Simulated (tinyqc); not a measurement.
From gap frequency nu0 back to corrugation W: Frenkel-Kontorova chain: a misfit dislocation (kink) in a monolayer on a periodic substrate. Computed by tinyqc, a small Python program. Command: `OMP_NUM_THREADS=1 python tinyqc.py 3016689 3016690 out.jsonl fkchain inv`. One thread of a shared host (Intel(R) Xeon(R) Processor @ 2.30GHz), about 0.04 s of CPU time with the checks.

E = sum_j [(k/2)(x_(j+1) - x_j - b)^2 + (W/2)(1 - cos(2 pi x_j/a))], x_j = a (j + u_j). A kink takes u from 0 to 1: the chain is stretched by one period and has one atom fewer than wells.

Inputs (values chosen for the exercise, for a model overlayer):

| quantity | value | unit |
|---|---|---|
| spring constant k | 8.07 | eV/angstrom^2 |
| substrate period a | 3.59 | angstrom |
| misfit f = (b - a)/a | 0.5 | - |
| atomic mass M | 51.1 | u |

Constants: nu for 1 eV/(angstrom^2 u) = 15.6333042 THz.

Method. l0 = sqrt(k a^2/(2 W)); kink u(j) = (2/pi) arctan exp(pi j/l0); kink energy at f = 0: E0 = (4/pi) W l0; with misfit E0 - k a^2 f; kinks become favourable at f_c = 2/(pi l0), and a coherent chain with free ends loses stability at f_m = 1/l0. Lowest vibration of the flat chain: nu0 = 15.6333042 THz x sqrt(2 pi^2 W/(a^2 M)).

Task: A run gave the result below. Find the corrugation W, known to lie between 7.2 and 16 eV.

gap frequency nu0 = 9.944378 THz

Result:

Each step takes the trial c = (a f_b - b f_a)/(f_b - f_a), f being the result less the target and a, b, c the logarithms of the listed values; c replaces end b, the old b replaces a if the sign of f changed, and otherwise f_a is halved.

Scan of the range:

| corrugation W (eV) | gap frequency nu0 (THz) |
|---|---|
| 7.20 | 7.2623 |
| 8.22 | 7.7597 |
| 9.40 | 8.2980 |
| 10.70 | 8.8532 |
| 12.30 | 9.4921 |
| 14.00 | 10.1269 |
| 16.00 | 10.8261 |

False position (Illinois rule, in the logarithm of the input) inside the bracket:

| step | end a | end b | trial | gap frequency nu0 (THz) |
|---|---|---|---|---|
| 1 | 12.3000 | 14.0000 | 13.4885 | 9.94015 |
| 2 | 14.0000 | 13.4885 | 13.4999 | 9.94434 |
| 3 | 14.0000 | 13.4999 | 13.5001 | 9.94442 |
| 4 | 13.4999 | 13.5001 | 13.5000 | 9.94438 |

gap frequency nu0 rises at every point of a 13-point scan of the range (every second point is shown), so one value fits; it is bracketed by 12.3 and 14.0. The scan shows a pure power law with exponent 0.5000, so scaling from any one row also gives the answer directly. Answer: corrugation W = 13.50 eV.

Caution: a corrugation above 1 eV is larger than real overlayers usually show; it is chosen to keep the kink narrow. Caution: for l0 below about 3 the kink spans few atoms, and the continuum kink energy is off by about 2 per cent or more.
